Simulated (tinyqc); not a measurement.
KAI against NLS in time: switching kinetics of a ferroelectric film and the memory window of a ferroelectric gate stack. Computed by tinyqc, a small Python program. Command: `OMP_NUM_THREADS=1 python tinyqc.py 3000067 3000068 out.jsonl feswitch walk`. One thread of a shared host (Intel(R) Xeon(R) Processor @ 2.30GHz), about 0.02 s of CPU time with the checks.

Fields in MV/cm; 1 microcoulomb/cm^2 over eps_0 is 11.29409 MV/cm. In the stack (metal, ferroelectric, interlayer, channel) the channel is taken as a conductor.

Inputs (values chosen for the exercise, for a model film): dimension n = 2; half width w of log10 t = 0.75.

Method. KAI: 1 - exp[-(t/t1)^n]. NLS: the same kernel averaged over the Lorentzian F = (1/pi) w/[(z - log10 t1)^2 + w^2] in z = log10 tau.

Switched share:

| log10(t/t1) | KAI | NLS |
|---|---|---|
| -3.0 | 0.0000 | 0.08203 |
| -2.0 | 0.0001 | 0.12374 |
| -1.0 | 0.0100 | 0.23550 |
| -0.5 | 0.0952 | 0.36208 |
| -0.2 | 0.3284 | 0.46834 |
| 0.0 | 0.6321 | 0.54497 |
| 0.2 | 0.9189 | 0.61833 |
| 0.5 | 1.0000 | 0.71006 |
| 1.0 | 1.0000 | 0.80725 |
| 2.0 | 1.0000 | 0.89061 |
| 3.0 | 1.0000 | 0.92452 |

What does the comparison show, and why?

KAI goes from 10 to 90 % within 0.67 decades of time; a Lorentzian of this width needs about 2 w tan(0.4 pi) = 4.6 decades. Three decades after t1, 7.5 % of the NLS film has not switched, and three decades before it 8.2 % already has: the tails set write margins and disturb errors.
